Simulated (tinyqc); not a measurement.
What moves the results: nanosheet or nanowire with hard walls, valleys of the Si type. A value that a table varies takes the place of the one given here.

Six ellipsoidal valleys along the cube axes: inverse mass tensor w = 1/mt + (1/ml - 1/mt) a a^T with a the unit axis. Device axes: x along the channel, z = [001], y = z x x.

Hard walls around a W x H rectangle. The block w_c of w in (y, z) confines; the transport mass follows from 1/m_x = w_xx - w_xc w_c^-1 w_cx. The cross-section problem c (w_yy ky^2 + 2 w_yz ky kz + w_zz kz^2), c = hbar^2/2m0, is solved in products sin(n pi y/W) sin(l pi z/H), n, l = 1 to 12; if w_yz = 0 the levels are c pi^2 (w_yy n^2/W^2 + w_zz l^2/H^2). The w_yz term couples (n, l) to (n', l') by -2 c w_yz D_nn'(W) D_ll'(H) with D_nm(L) = 4 n m/(L (n^2 - m^2)) for n + m odd and 0 otherwise.

Without degeneracy the line density is N1 exp((EF - Ec)/kB T) with N1 = sum 2 g sqrt(m_x kB T/(4 pi c)) exp(-E/kB T), here over n, l up to 80 where w_yz = 0 and over all levels of a 12 x 12 sine basis otherwise; the classical value is W H Nc with Nc = 2 g_all (m_dos kB T/(4 pi c))^(3/2), m_dos = (ml mt^2)^(1/3); dVt = kB T ln(W H Nc/N1).

Constants: hbar^2/2m0 = 3.80998211 eV angstrom^2; kB = 8.617333262e-05 eV/K.

Values chosen for the exercise (near those of Si; not measured data): ml = 0.917 m0 (longitudinal mass); mt = 0.187 m0 (transverse mass); T = 350 K (temperature); g_all = 6 (number of valleys); channel = 110 (transport direction x on a (001) wafer); H = 42 angstrom (height, along z = [001]); Ws = (25, 35, 50, 75, 110, 170, 260) angstrom (widths); W = 95 angstrom (width, along y).

## From wire to sheet

Valleys:

| group | valleys g | w_yy | w_zz | \|w_yz\| | m_x (m0) |
|---|---|---|---|---|---|
| A | 2 | 5.34759 | 1.09051 | 0.00000 | 0.18700 |
| B | 4 | 3.21905 | 5.34759 | 0.00000 | 0.55200 |

Lowest level of each group (groups ordered by w_zz, then w_yy) and dVt against the width.

Results:

| W (angstrom) | A1 (eV) | B1 (eV) | dVt (mV) |
|---|---|---|---|
| 25 | 0.3450 | 0.3077 | 261.8 |
| 35 | 0.1874 | 0.2128 | 163.0 |
| 50 | 0.1037 | 0.1624 | 104.6 |
| 75 | 0.0590 | 0.1355 | 75.3 |
| 110 | 0.0399 | 0.1240 | 63.9 |
| 170 | 0.0302 | 0.1182 | 57.4 |
| 260 | 0.0262 | 0.1158 | 53.9 |

What does this show?

dVt falls from 262 to 54 mV. The lowest group changes from B to A between W = 25 and 35 angstrom (H = 42). At the widest W the lowest level is 0.0262 eV; the film limit c pi^2 w_zz/H^2 of that group is 0.0232 eV.

## Channel direction

The same rectangle along [100] and [110]; groups ordered by w_zz, then w_yy.

Lowest level of each group:

| channel, group | valleys g | w_yy | w_zz | \|w_yz\| | m_x (m0) | E (eV) |
|---|---|---|---|---|---|---|
| [100] A | 2 | 5.348 | 1.091 | 0.000 | 0.187 | 0.0455 |
| [100] B | 2 | 1.091 | 5.348 | 0.000 | 0.187 | 0.1185 |
| [100] C | 2 | 5.348 | 5.348 | 0.000 | 0.917 | 0.1363 |
| [110] A | 2 | 5.348 | 1.091 | 0.000 | 0.187 | 0.0455 |
| [110] B | 4 | 3.219 | 5.348 | 0.000 | 0.552 | 0.1274 |

How do the results move?

The lowest subband has m_x = 0.187 m0 and 2 valleys along [100], and 0.187 m0 and 2 valleys along [110]; its edge lies at 0.0455 and 0.0455 eV. These valleys have their axis along z, so turning the channel in the wafer plane leaves them alone; only the higher groups change.

## What each parameter does

E1 and E2 are the two lowest subband edges over all groups. Each row changes one parameter from the base and keeps the others.

Results:

| case | E1 (eV) | E2 - E1 (meV) | m_x of lowest (m0) | dVt (mV) |
|---|---|---|---|---|
| base | 0.0455 | 66.8 | 0.187 | 67.3 |
| W = 110 angstrom | 0.0399 | 49.9 | 0.187 | 63.9 |
| H = 36 angstrom | 0.0539 | 66.8 | 0.187 | 76.7 |
| T = 400 K | 0.0455 | 66.8 | 0.187 | 70.3 |
| ml = 1.009 m0 | 0.0434 | 63.4 | 0.187 | 66.2 |
| mt = 0.206 m0 | 0.0435 | 60.7 | 0.206 | 64.1 |

How do the results move?

The largest shifts from the base row, up to three for each result and ties (the steps differ in size, so this ranks the rows, not the parameters). E1 (eV): H +0.0084, W -0.0057, ml -0.0021, mt -0.0021; unchanged at the printed digits by T. E2 - E1 (meV): W -17.0, mt -6.2, ml -3.5; unchanged at the printed digits by H and T. m_x of lowest (m0): mt +0.019; unchanged at the printed digits by W, H, T and ml. dVt (mV): H +9.4, W -3.4, mt -3.1.

Computed by tinyqc, a small Python program: `OMP_NUM_THREADS=1 python tinyqc.py 1252118 1252119 out.jsonl` (the numbers bound the seed that draws the inputs); one thread of a shared host (Intel(R) Xeon(R) Processor @ 2.30GHz), about 0.04 s for the whole set of steps.
